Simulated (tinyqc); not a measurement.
Ways to converge the cycle: SCF convergence aids in the sto-3g basis, for BeH, spin multiplicity 2. Computed by the program tinyqc with PySCF. 

Geometry (angstrom):
```
atom       x       y       z
Be    0.0000  0.0000  0.0000
H     0.0000  0.0000  2.4720
```

lowest solution found by these runs and by PySCF with stability checks = -14.827402 hartree

UHF with one setting changed at a time; a run stops when the energy changes by less than 1e-09 hartree and the error matrix is below 1e-5. The start is the core Hamiltonian. Damping d keeps d of the old density; a shift (hartree) raises the virtual levels; DIIS n extrapolates F over n matrices.

Largest element of the error matrix X^T (FDS - SDF) X:
```
iteration    plain  damping 0.3  damping 0.6  shift 0.4   DIIS 3   DIIS 8
1          1.1e-01      1.1e-01      1.1e-01    1.1e-01  1.1e-01  1.1e-01
2          1.1e-01      2.3e-02      6.1e-02    1.8e-01  1.1e-01  1.1e-01
3          7.0e-02      2.3e-02      3.4e-02    1.1e-01  5.4e-02  5.4e-02
4          4.5e-02      3.0e-02      2.5e-02    6.5e-02  4.3e-02  4.3e-02
5          4.9e-02      3.9e-02      2.5e-02    5.3e-02  9.9e-03  9.5e-03
6          4.6e-02      4.6e-02      2.9e-02    5.0e-02  4.1e-03  3.8e-03
8          2.1e-02      4.2e-02      3.9e-02    4.5e-02  2.0e-04  1.1e-04
10         6.3e-03      2.6e-02      4.5e-02    3.4e-02  1.5e-04  2.3e-06
14         1.1e-03      5.8e-03      3.4e-02    1.1e-02  2.6e-06        -
20         2.7e-04      9.6e-04      1.2e-02    2.3e-03        -        -
30         2.9e-05      2.1e-04      1.5e-03    6.4e-04        -        -
45               -      2.1e-05      3.7e-04    1.0e-04        -        -
60               -            -      1.0e-04    1.7e-05        -        -
```

How each run ends:
```
run          iterations  E (hartree)                                                        state
plain                35   -14.827402                                                 lowest found
damping 0.3          51   -14.827402                                                 lowest found
damping 0.6         >60   -14.827401  falls steadily but slowly, by a factor of about 0.92 a step
shift 0.4           >60   -14.827402  falls steadily but slowly, by a factor of about 0.89 a step
DIIS 3               14   -14.742329                                                       higher
DIIS 8               10   -14.742329                                                       higher
```

2 of 6 runs reach the lowest solution found, in 35 to 51 iterations (fastest: plain). Ending on a higher stationary point: DIIS 3, DIIS 8; a small error matrix cannot reveal that, and an occupation fixed by the start is kept by symmetry or by the shape of the basin. Not converged: damping 0.6, shift 0.4. Plain steps already contract here, so damping only slows them. DIIS minimises the error, not the energy, so it can stall or settle near a saddle, and its small system turns near-singular when few rotations are active.
